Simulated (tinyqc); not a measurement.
Composition of the layer: band edges of strained Si(1-x)Ge(x) on relaxed Si(1-y)Ge(y).

Values are linear in the Ge fraction but for ED(x) = linear - CD x (1 - x) and a(x) = linear - Ca x (1 - x). Energies are on the common scale of Ev.

Coherent growth on a (001) face: e_par = (a(y) - a(x))/a(x), e_perp = -2 (C12/C11) e_par; exx = eyy = e_par, ezz = e_perp, no shear.

A valley with unit axis u lies at Ev + gap + (av + a_valley) tr(e) + Xu (u.e.u - tr(e)/3); the Delta axes are x, y, z and the L axes [111], [1-1-1], [-11-1], [-1-11]. The second-order shift of the Delta valleys under shear is left out; it lowers the pair normal to the sheared plane by tens of meV at a shear of 1 %.

Valence edges: Ev plus the levels of the 6 x 6 matrix of X, Y, Z times spin with -Dso/3 + l exx + m (eyy + ezz) on the diagonal (cyclic), n exy off it, l = av + 2 b, m = av - b, n = sqrt(3) d. Spin-orbit term (Dso/3) L.sigma on X, Y, Z with (L_k)_ij = -i epsilon_kij: <X+|H|Y+> = -i Dso/3, <X+|H|Z-> = Dso/3, <Y+|H|Z-> = -i Dso/3, <Z+|H|X-> = -Dso/3, <Z+|H|Y-> = i Dso/3, <X-|H|Y-> = i Dso/3, and their conjugates; + and - are the spin along z.

Inputs chosen for the exercise (end members near Si and Ge, in this order; shifted at random, so the results belong to these values and not to a real crystal):
- a = (5.427, 5.654) angstrom (lattice constant)
- Dso = (0.044, 0.293) eV (spin-orbit splitting)
- av = (2.44, 1.26) eV (valence hydrostatic potential)
- b = (-2.11, -2.51) eV (tetragonal shear potential)
- d = (-4.84, -5.36) eV (trigonal shear potential)
- C11 = (166, 129.7) GPa
- C12 = (64, 48.6) GPa
- C44 = (80.7, 66.9) GPa
- Ev = (0, 0.6) eV (top of the unstrained valence band)
- ED = (1.153, 0.932) eV (gap to the Delta valleys)
- EL = (2.037, 0.734) eV (gap to the L valleys)
- aD = (1.83, 1.36) eV (hydrostatic potential of the Delta gap)
- aL = (-3.21, -2.79) eV (hydrostatic potential of the L gap)
- XuD = (8.81, 9.39) eV (uniaxial potential, Delta)
- XuL = (16.62, 15.31) eV (uniaxial potential, L)
- CD = 0.212 eV (bowing of the Delta gap)
- Ca = 0.027 angstrom (bowing of the lattice constant)
- face = 001 (growth face)
- y = 0 (Ge fraction of the relaxed buffer)

The buffer is kept. dEc = Ec(buffer) - Ec(layer), dEv = Ev(layer) - Ev(buffer); buffer edges Ev(y) and Ev(y) + min(ED, EL). The digit behind Delta or L counts whole valleys.

Results:
```
x     e_par (%)  lowest valleys  gap (eV)  next valleys above (meV)  valence splitting (meV)  dEc (eV)  dEv (eV)
0.08      -0.30          Delta4     1.086                        47                       18     0.016     0.051
0.16      -0.60          Delta4     1.022                        94                       32     0.029     0.102
0.24      -0.90          Delta4     0.959                       143                       44     0.039     0.155
0.31      -1.18          Delta4     0.906                       187                       55     0.045     0.202
0.39      -1.49          Delta4     0.847                       238                       66     0.049     0.257
0.47      -1.81          Delta4     0.791                       289                       78     0.049     0.313
0.55      -2.13          Delta4     0.736                       342                       89     0.047     0.370
```

How do the results move, and what explains it?

The gap is 1.086 eV in the first row and 0.736 eV in the last. The lowest valleys are Delta4 throughout. Per 0.1 of x the valence offset moves by +68 meV on average; the conduction offset lies between +16 and +49 meV, not monotonically. Both carriers sit on one side in every row. Offsets below about 30 meV are within the spread of parameter sets, so those rows do not settle the type. Strains above 2 % can be kept only in layers of a few nanometres.

(tinyqc, `OMP_NUM_THREADS=1 python tinyqc.py 1051597 1051598 out.jsonl`, Intel(R) Xeon(R) Processor @ 2.30GHz, 1 thread, shared host, about 0.01 s.)
